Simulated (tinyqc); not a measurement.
Full law against its linear and parabolic limits: Deal-Grove kinetics of thermal oxidation of silicon. Computed by tinyqc, a small Python program. Command: `OMP_NUM_THREADS=1 python tinyqc.py 3007158 3007159 out.jsonl oxide walk`. One thread of a shared host (Intel(R) Xeon(R) Processor @ 2.30GHz), about 0.02 s of CPU time with the checks.

Oxidant diffuses through the oxide and reacts at the interface, so that dx/dt = B/(A + 2x) for the oxide thickness x.

Inputs (values chosen for the exercise, close to those used for silicon):
```
quantity                       value    unit
prefactor B0                     710  um^2/h
activation energy E_B           1.24      eV
prefactor (B/A)0            5.31e+06    um/h
activation energy E_A           1.99      eV
temperature T                   1200       C
oxidant pressure p                 2     atm
pressure exponent m of B/A      0.73       -
initial oxide x_i               0.05      um
time t                           1.1       h
```

Ambient: dry oxygen. Surface: (111).

Constants: k_B = 8.617333262e-05 eV/K.

Method:
- B = B0 p exp(-E_B/(k_B T)), B/A = (B/A)0 p^m exp(-E_A/(k_B T)), p in atm; A = B/(B/A).
- Temperatures in kelvin are T(C) + 273.15.
- tau = (x_i^2 + A x_i)/B and x = (A/2) [sqrt(1 + 4 B (t + tau)/A^2) - 1], the root of x^2 + A x = B (t + tau).
- Silicon consumed is 0.44 times the oxide grown; the rate is B/(A + 2x).
- Linear limit x = (B/A)(t + tau); parabolic limit x = sqrt(B (t + tau)).

tau = 0.0672301 h

length A = 0.0593279 um

parabolic constant B = 0.0813087 um^2/h

linear constant B/A = 1.37050 um/h

Thickness (um):
```
t (h)    full  linear limit  parabolic limit    2x/A
0.05   0.0724         0.161           0.0976   2.440
0.1    0.0907         0.229           0.1166   3.056
0.25   0.1337         0.435           0.1606   4.506
0.5    0.1871         0.777           0.2148   6.308
1      0.2664         1.463           0.2946   8.981
2      0.3814         2.833           0.4100  12.857
4      0.5462         5.574           0.5751  18.412
8      0.7808        11.056           0.8099  26.321
16     1.1137        22.020           1.1430  37.544
32     1.5853        43.948           1.6147  53.443
```

What does the comparison show, and why?

Both limits lie above the full result, since each drops one resistance. The linear law overshoots by 120 % in the first row and 2700 % in the last, the parabolic law by 35 % and 1.9 %. The parabolic law is the better one in every row, as 2x/A stays above 1.24.
